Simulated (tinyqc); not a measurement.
Forward curve with series resistance: current of a Schottky diode by thermionic-emission-diffusion theory, and its read-back from I-V-T and C-V data. Computed by tinyqc, a small Python program. Command: `OMP_NUM_THREADS=1 python tinyqc.py 3003935 3003936 out.jsonl schottky walk`. One thread of a shared host (Intel(R) Xeon(R) Processor @ 2.30GHz), about 0.01 s of CPU time with the checks.

Full ionisation, no tunnelling, no recombination current. V is the voltage across the junction itself, forward positive.

Inputs (values chosen for the exercise, modelled on n-type silicon):

| quantity | value | unit |
|---|---|---|
| Richardson constant A* | 113 | A/(cm^2 K^2) |
| effective density of states at 300 K, N_c | 2.7e+19 | 1/cm^3 |
| permittivity eps | 11.7 | - |
| mobility mu | 1400 | cm^2/(V s) |
| barrier without image force phi_0 (mean) | 0.741 | eV |
| doping N | 8.3e+15 | 1/cm^3 |
| series resistance R_s | 0.16 | milliohm cm^2 |
| junction voltage V | 0.22 | V |
| temperature T | 350 | K |
| standard deviation sigma | 30 | meV |
| relative change of sigma^2 with bias, rho | 0.8 | 1/V |

Barrier: Gaussian spread of heights.

Constants: k_B = 8.617333262e-05 eV/K; e = 1.602176634e-19 C; eps_0 = 8.8541878128e-12 F/m.

Method:
- N_c(T) = N_c (T/300 K)^(3/2); V_bi = phi_0 - (k_B T/e) ln(N_c(T)/N); surface field F = sqrt(2 e N (V_bi - V - k_B T/e)/(eps eps_0)); image lowering d_phi = sqrt(e F/(4 pi eps eps_0)); effective barrier phi = phi_0 - d_phi - sigma^2 (1 - rho V)/(2 k_B T).
- Collection velocity v_R = A* T^2/(e N_c(T)); diffusion velocity v_D = mu F; J = e N_c(T) v_R/(1 + v_R/v_D) exp(-phi/k_B T) [exp(e V/k_B T) - 1].
- Terminal voltage V + J R_s; apparent ideality from neighbouring rows, (e/k_B T) dV_terminal/d ln J.

built-in voltage V_bi = 0.490107 V

Forward curve; the last column belongs to the interval up to the next row:

| V (V) | J (A/cm^2) | terminal voltage (V) | apparent n |
|---|---|---|---|
| 0.107 | 2.8024e-02 | 0.10700 | 1.0136 |
| 0.149 | 1.1076e-01 | 0.14902 | 1.0291 |
| 0.191 | 4.2930e-01 | 0.19107 | 1.0388 |
| 0.233 | 1.6507e+00 | 0.23326 | 1.0570 |
| 0.274 | 6.1080e+00 | 0.27498 | 1.1134 |
| 0.316 | 2.3138e+01 | 0.31970 | 1.3116 |
| 0.358 | 8.6417e+01 | 0.37183 | 2.0158 |
| 0.400 | 3.1317e+02 | 0.45011 | - |

The resistance takes over where J R_s exceeds k_B T/e, at J = 189 A/cm^2; the apparent ideality climbs from 1.01 to 2.02, so barrier and n must be read below that current.
